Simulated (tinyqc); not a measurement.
Van der Pauw, Hall and four-point-probe measurements on a doped layer: two steps of the calculation.

A uniform p-type layer with sheet resistance Rs = 1/(q ns mu), point contacts, low field (mu B small).

Values chosen for this exercise: Hall factor rH = 1; magnetic field B = 1 T; current I = 1000 uA; thickness of the layer t = 190 nm.

Constants: q = 1.602176634e-19 C. Results are converted to the units shown.

Task 1. New z. The van der Pauw equation exp(-pi RA z) + exp(-pi RB z) = 1 is solved for z = 1/Rs: e1 = exp(-pi RA z), e2 = exp(-pi RB z), f = e1 + e2 - 1, f' = -pi (RA e1 + RB e2), z(new) = z - f/f'.

z after iteration 1 = 1.9410776 mS
RA = 36.665447 ohm
RB = 251.72238 ohm

Give: e1; e2; f; f'; z after iteration 2.

Result 1.

e1 = 0.79964
e2 = 0.21545
f = 0.015095
f' = -0.26249 kohm
z after iteration 2 = 1.9986 mS

Task 2. Sheet density, mobility and bulk values. Rs = 1/z; Hall sheet density B I/(q |VH|); Hall mobility |VH|/(Rs B I); true values ns = rH times the Hall density, mu = Hall mobility/rH; bulk density ns/t, resistivity Rs t; correction factor F = Rs/[(pi/ln 2)(RA + RB)/2].

converged z = 1.9995164 mS
VH = 3.9009432 mV
RA = 36.665447 ohm
RB = 251.72238 ohm

Give: Rs; Hall sheet density; Hall mobility; ns; mu; bulk density; resistivity; F.

Result 2.

Rs = 500.12 ohm/square
Hall sheet density = 1.6000e14 cm^-2
Hall mobility = 78.000 cm^2/(V s)
ns = 1.6000e14 cm^-2
mu = 78.000 cm^2/(V s)
bulk density = 8.4211e18 cm^-3
resistivity = 0.0095023 ohm cm
F = 0.76525

Program tinyqc, `OMP_NUM_THREADS=1 python tinyqc.py 2850186 2850187 out.jsonl`; Intel Xeon 2.30GHz, shared host, one thread, about 0.01 s.
